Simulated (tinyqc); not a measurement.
Resonant-tunnelling diode, transfer matrices and Tsu-Esaki current: effect of temperature at two biases.

Emitter (band edge 0), barrier d1, well Lw, barrier d2, collector (edge -V). The bias drops linearly over these layers and none in the contacts; each layer is cut into ns equal slices, flat at the value of their centres. E is the energy of motion across the layers, C = hbar^2/(2 m0), psi and psi'/m are continuous. Transport is coherent, T(E) is taken as independent of the transverse momentum, and charge in the well is ignored.

The current at V = 0.052 V and at V = 0.079 V, Ef held fixed. For the pair (psi, psi'/m) a flat layer has M = [[cos kd, (m/k) sin kd], [-(k/m) sin kd, cos kd]] with k = sqrt(m (E - U)/C) above its edge U, and M = [[cosh Kd, (m/K) sinh Kd], [(K/m) sinh Kd, cosh Kd]] with K = sqrt(m (U - E)/C) below it. Later slices stand to the left. With M acting on (psi, psi'/m) and v = k/m in each lead, T(E) = 4 vL vR/[(vL vR M12 - M21)^2 + (vR M11 + vL M22)^2]. J = J0 times the integral over E > 0 of T(E) N(E), N = ln[(1 + exp((Ef - E)/Vt))/(1 + exp((Ef - V - E)/Vt))], J0 = q^2 mw m0 kB T/(2 pi^2 hbar^3) (times 1e-4 for A/cm^2 per eV). The integral is converged to the digits shown.

Parameters, values chosen for the exercise; masses and offsets of a made-up heterostructure: mass in the well, spacer and contacts mw = 0.051 m0; barrier height U1 = 0.17 eV; barrier mass m1 = 0.1 m0; emitter barrier d1 = 2.6 nm; well width Lw = 9.7 nm; collector barrier d2 = 2.6 nm; slices in each layer ns = 4; Fermi energy of both contacts above their band edges Ef = 0.017 eV.

Constants: q = 1.602176634e-19 C, kB = 1.380649e-23 J/K, hbar = 1.054571817e-34 J s, m0 = 9.1093837015e-31 kg, Vt = kB T/q, hbar^2/(2 m0) = 0.0380998212 eV nm^2. Results are converted to the units shown.

Results:

| T (K) | J at 0.052 V (kA/cm^2) | J at 0.079 V (kA/cm^2) | ratio |
|---|---|---|---|
| 40 | 19.30 | 1.275 | 15.14 |
| 77 | 21.24 | 1.767 | 12.02 |
| 150 | 27.51 | 4.559 | 6.035 |
| 220 | 36.46 | 13.65 | 2.672 |
| 400 | 86.29 | 82.43 | 1.047 |

Estimate the missing row, T = 300 K.

Computed row:

| T (K) | J at 0.052 V (kA/cm^2) | J at 0.079 V (kA/cm^2) | ratio |
|---|---|---|---|
| 300 | 53.55 | 36.32 | 1.474 |

With this row back in the table: The first current rises from 19.3 to 86.3 kA/cm^2, the second rises from 1.28 to 82.4 kA/cm^2, and their ratio falls from 15.1 to 1.05. Heat lifts electrons to energies where the barriers transmit more, which raises the second current by a far larger factor than the first.

Numbers from tinyqc (`OMP_NUM_THREADS=1 python tinyqc.py 2600071 2600072 out.jsonl`; about 0.1 s on one thread of a shared Intel Xeon 2.30GHz).
